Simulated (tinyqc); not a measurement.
From oxide thickness x back to temperature T: Deal-Grove kinetics of thermal oxidation of silicon. Computed by tinyqc, a small Python program. Command: `OMP_NUM_THREADS=1 python tinyqc.py 3010682 3010683 out.jsonl oxide inv`. One thread of a shared host (Intel(R) Xeon(R) Processor @ 2.30GHz), about 0.4 s of CPU time with the checks.

Oxidant diffuses through the oxide and reacts at the interface, so that dx/dt = B/(A + 2x) for the oxide thickness x.

Inputs (values chosen for the exercise, close to those used for silicon):

| quantity | value | unit |
|---|---|---|
| prefactor B0 | 807 | um^2/h |
| activation energy E_B | 1.22 | eV |
| prefactor (B/A)0 | 3.53e+06 | um/h |
| activation energy E_A | 1.98 | eV |
| oxidant pressure p | 0.5 | atm |
| pressure exponent m of B/A | 0.76 | - |
| initial oxide x_i | 0.002 | um |
| time t | 0.41 | h |

Ambient: dry oxygen. Surface: (100).

Constants: k_B = 8.617333262e-05 eV/K.

Method:
- B = B0 p exp(-E_B/(k_B T)), B/A = (B/A)0 p^m exp(-E_A/(k_B T)), p in atm; A = B/(B/A).
- Temperatures in kelvin are T(C) + 273.15.
- tau = (x_i^2 + A x_i)/B and x = (A/2) [sqrt(1 + 4 B (t + tau)/A^2) - 1], the root of x^2 + A x = B (t + tau).
- Silicon consumed is 0.44 times the oxide grown; the rate is B/(A + 2x).

Task: A run gave the result below. Find the temperature T, known to lie between 830 and 1100 C.

oxide thickness x = 0.003707982 um

Result:

Each step takes the trial c = (a f_b - b f_a)/(f_b - f_a), f being the result less the target and a, b, c the logarithms of the listed values; c replaces end b, the old b replaces a if the sign of f changed, and otherwise f_a is halved.

Scan of the range:

| temperature T (C) | oxide thickness x (um) |
|---|---|
| 830 | 0.0027629 |
| 870 | 0.0035742 |
| 912 | 0.0051813 |
| 956 | 0.0082531 |
| 1000 | 0.0135099 |
| 1050 | 0.0230748 |
| 1100 | 0.0368490 |

False position (Illinois rule, in the logarithm of the input) inside the bracket:

| step | end a | end b | trial | oxide thickness x (um) |
|---|---|---|---|---|
| 1 | 870.000 | 912.000 | 873.422 | 0.00367063 |
| 2 | 912.000 | 873.422 | 874.356 | 0.00369785 |
| 3 | 912.000 | 874.356 | 874.856 | 0.00371259 |
| 4 | 874.356 | 874.856 | 874.700 | 0.00370797 |
| 5 | 874.856 | 874.700 | 874.700 | 0.00370798 |
| 6 | 874.856 | 874.700 | 874.700 | 0.00370798 |
| 7 | 874.700 | 874.700 | 874.700 | 0.00370798 |

Oxide thickness x rises at every point of a 13-point scan of the range (every second point is shown), so one value fits; it is bracketed by 870 and 912. Answer: temperature T = 874.7 C.
